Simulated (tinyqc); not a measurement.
Small-signal admittance of a forward-biased p+-n diode: one step of the calculation.

Holes injected into a neutral base of width wb with an ohmic contact at its end; low injection, p0 far above the equilibrium density. A small voltage v exp(i w t), w = 2 pi f, modulates the edge density by p0 v/Vt, and the small-signal density obeys Dp d2p/dx2 = (1/tau + i w) p.

Question. The same by finite differences. 7 equal intervals, h = wb/7; u = small-signal density over its edge value, u_0 = 1, u_7 = 0; u_(i-1) + b u_i + u_(i+1) = 0 with b = -2 - h^2 (1/tau + i w)/Dp; Y = (q Dp p0/(Vt h)) (-b/2 - u_1), which includes the half box at the edge.

Values chosen for this exercise; permittivity close to that of germanium:
- T = 300 K (temperature)
- Dp = 32 cm^2/s (hole diffusion coefficient)
- tau = 1e-6 s (hole lifetime)
- wb = 74 um (width of the neutral base)
- p0 = 1.1e14 cm^-3 (excess hole density at the junction edge)
- f = 9900 Hz (signal frequency)

Constants: q = 1.602176634e-19 C, kB = 1.380649e-23 J/K, Vt = kB T/q. Results are converted to the units shown.

Find: b; u; Y on the mesh.

Answer.

b = -2.0349-0.0022i

```
node,u
1,0.80003-0.00314i
2,0.62801-0.00464i
3,0.47793-0.00495i
4,0.34456-0.00439i
5,0.22323-0.00323i
6,0.10970-0.00171i
```

Y on the mesh = 4.4869+0.0871i S/cm^2

tinyqc, about 0.01 s, one thread, Intel Xeon 2.30GHz (shared host): `OMP_NUM_THREADS=1 python tinyqc.py 2890197 2890198 out.jsonl`
